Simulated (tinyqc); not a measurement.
Worked calculation: coherent transport through a tight-binding region between two chains. Computed by tinyqc, a small Python program that keeps every step. Settings: temperature = 77, mu = 0.08. Command: `OMP_NUM_THREADS=1 python tinyqc.py 28696 28697 out.jsonl` (the two numbers bound the seeds that draw the settings). One thread of a shared host (Intel(R) Xeon(R) Processor @ 2.60GHz), about 0.08 s of CPU time with the checks.

## Transmission at E = 0.54 eV

H of the central region (eV):
```
         1        2
1  -0.1600  -1.3200
2  -1.3200  -0.1000
```

Leads: semi-infinite chains with site energy 0:

| parameter | value |
|---|---|
| lead hopping t (eV) | 2.360000 |
| coupling to the left lead (eV) | 0.300000 |
| coupling to the right lead (eV) | 0.990000 |
| left contact site | 1 |
| right contact site | 2 |

E = 0.5400 eV

Surface Green function g = (E - i sqrt(4 t^2 - E^2)) / (2 t^2); self-energy tc^2 g on each contact site; G = (E - H - Sigma)^(-1); Gamma = -2 Im Sigma; T = Gamma_L Gamma_R |G_LR|^2; local density of states -Im G_ii / pi.

g = 0.0485-0.4209i 1/eV

G (1/eV):
```
                 1                2
1  -0.3512-0.3873i   0.9315+0.2142i
2   0.9315+0.2142i  -0.4848-0.1396i
```

local density of states (1/eV): 0.1233  0.0444

transmission = 0.0571

## Transmission across the band

The same steps on a grid of energies.

T(E):

| E (eV) | T |
|---|---|
| -4.484000 | 4.55e-05 |
| -4.035600 | 2.05e-04 |
| -3.587200 | 0.0006 |
| -3.138800 | 0.0015 |
| -2.690400 | 0.0041 |
| -2.242000 | 0.0148 |
| -1.793600 | 0.0953 |
| -1.345200 | 0.2270 |
| -0.896800 | 0.0654 |
| -0.448400 | 0.0390 |
| 0.000000 | 0.0363 |
| 0.448400 | 0.0503 |
| 0.896800 | 0.1260 |
| 1.345200 | 0.2182 |
| 1.793600 | 0.0291 |
| 2.242000 | 0.0070 |
| 2.690400 | 0.0024 |
| 3.138800 | 0.0010 |
| 3.587200 | 3.97e-04 |
| 4.035600 | 1.51e-04 |
| 4.484000 | 3.49e-05 |

levels of the isolated region (eV): -1.4503  1.1903

## Current

I = (2e/h) int T(E) [f(E - mu - V/2) - f(E - mu + V/2)] dE at 77 K with mu = 0.08 eV, the bias not changing H; 2e^2/h = 77.48092 microsiemens; the integral runs over the band on 4001 points.

Current:

| V (volt) | I (microampere) |
|---|---|
| 0.0100 | 0.0289 |
| 0.0500 | 0.1445 |
| 0.1000 | 0.2893 |
| 0.2000 | 0.5801 |
| 0.4000 | 1.1728 |
| 0.8000 | 2.4543 |
